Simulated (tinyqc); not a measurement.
## Dopant mobility from one pulse

Question. With linear drift and no window, R = Ron x + Roff (1 - x), dx/dt = k i, k = mv Ron/D^2, and so R^2 = R0^2 - 2 k (Roff - Ron) phi after the flux phi. Find x0, k, mv and the charge passed.

Parameters, values chosen for the exercise:
```
symbol  value  unit                             meaning
Ron       200   ohm  resistance of the fully doped film
Roff    20000   ohm      resistance of the undoped film
D          15    nm                      film thickness
```

R before and after a pulse of flux 0.22 V s (ohm): [16238.000, 11822.379]

Solution. R^2 is linear in the flux and R is linear in the charge.

x0 = 0.190
k = 1.42e4 1/C
mv = 1.60e-14 m^2/(V s)
charge = 15.7 uC

Program tinyqc, `OMP_NUM_THREADS=1 python tinyqc.py 2880040 2880041 out.jsonl`; Intel Xeon 2.30GHz, shared host, one thread, about 0.2 s.
